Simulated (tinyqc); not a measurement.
From results back to parameters: core-shell quantum dot (spherical envelope functions). Two cases, with inputs chosen for the exercise.

Problem. The lowest electron level was computed from a hidden shell thickness H.

Parabolic bands; strain and other valleys are left out. s states, u = r psi, hard wall at R + H, c = hbar^2/2m0, energies from the band edges of the core. Core: u = sin(k1 r)/k1, k1 = sqrt(m1 E/c). At R, psi and psi'/m are continuous, so u is continuous and its slope in the shell is s = u/R + (m2/m1)(u' - u/R). Shell: u(R + x) = u(R) cos(k2 x) + s sin(k2 x)/k2, k2 = sqrt(m2 (E - V)/c); for negative arguments the functions turn into sinh and cosh. A level has u(R + H) = 0.

Constants: hbar^2/2m0 = 3.80998211 eV angstrom^2.

Case 1.

Values chosen (near those of a GaAs/AlGaAs core-shell dot; shifted at random, so the results belong to these values and not to a real crystal):
- R = 39 angstrom (core radius)
- Vc = 0.269 eV (conduction edge of the shell above that of the core)
- me1 = 0.064 m0 (electron, core)
- me2 = 0.091 m0 (electron, shell)

E_e = 0.1771898 eV

Case 2.

Values chosen (near those of a Ge/Si core-shell dot; shifted at random, so the results belong to these values and not to a real crystal):
- R = 13 angstrom (core radius)
- Vc = -0.05 eV (conduction edge of the shell above that of the core)
- me1 = 0.122 m0 (electron, core)
- me2 = 0.269 m0 (electron, shell)

E_e = 0.0104197 eV

Find: u(R); s; H.

Solution.

Case 1.

u(R) = 15.560 angstrom
s = -0.9199
H = 23.0 angstrom

u(R) and s follow from E_e; u(R + H) = 0 gives tanh(kappa H) = -kappa u(R)/s.

Case 2.

u(R) = 12.878 angstrom
s = 0.9494
H = 37.0 angstrom

u(R) and s follow from E_e; u(R + H) = 0 gives tan(k2 H) = -k2 u(R)/s, with the first positive root.

Computed by tinyqc, one run a case: `OMP_NUM_THREADS=1 python tinyqc.py N N+1 out.jsonl` with N = 1281827, 1281843; one thread of a shared Intel(R) Xeon(R) Processor @ 2.30GHz, about 0.1 s a run at most.
